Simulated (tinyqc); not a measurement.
Minority carriers and saturation current of a heavily doped emitter: one step of the calculation.

n-type, parabolic bands, full ionisation. eta = (EF - Ec)/kB T solves N = Nc F12(eta), F12(x) = (2/sqrt(pi)) int_0^infinity sqrt(u)/(1 + exp(u - x)) du. The gap shrinks rigidly by dEg = a3 y^(1/3) + a4 y^(1/4) + a2 y^(1/2), y = N/1e18 cm^-3, an empirical law that is here taken as the true narrowing.

Question. Saturation current. 1/tau = Cn N^2 + 1/ts, D = mup Vt, L = sqrt(D tau); J0 = (q p0 D/L)(s + tanh(W/L))/(1 + s tanh(W/L)), s = S L/D; the share recombining inside is 1 - 1/[cosh(W/L)(1 + tanh(W/L)/s)].

Values chosen for this exercise; band and dielectric values close to those of silicon: temperature T = 350 K; ionised donor density N = 1.5e20 cm^-3; minority-hole mobility mup = 220 cm^2/(V s); Auger coefficient Cn = 2.4e-31 cm^6/s; defect lifetime ts = 0.73 us; emitter width W = 710 nm; recombination velocity at the contact S = 2.2e6 cm/s.

Constants: q = 1.602176634e-19 C, kB = 1.380649e-23 J/K, Vt = kB T/q. Results are converted to the units shown.

p0 = 30004.453 cm^-3

Wanted: tau; L; s; J0; share recombining inside.

Answer.

tau = 0.18514 ns
L = 350.49 nm
s = 11.621
J0 = 9.3712e5 fA/cm^2
share recombining inside = 76.061 %

The emitter is opaque: W exceeds two diffusion lengths, and the contact matters little.

Range of the model: Band tails, non-parabolic bands and incomplete ionisation are left out.

Program tinyqc, `OMP_NUM_THREADS=1 python tinyqc.py 2330168 2330169 out.jsonl`; Intel Xeon 2.30GHz, shared host, one thread, about 0.01 s.
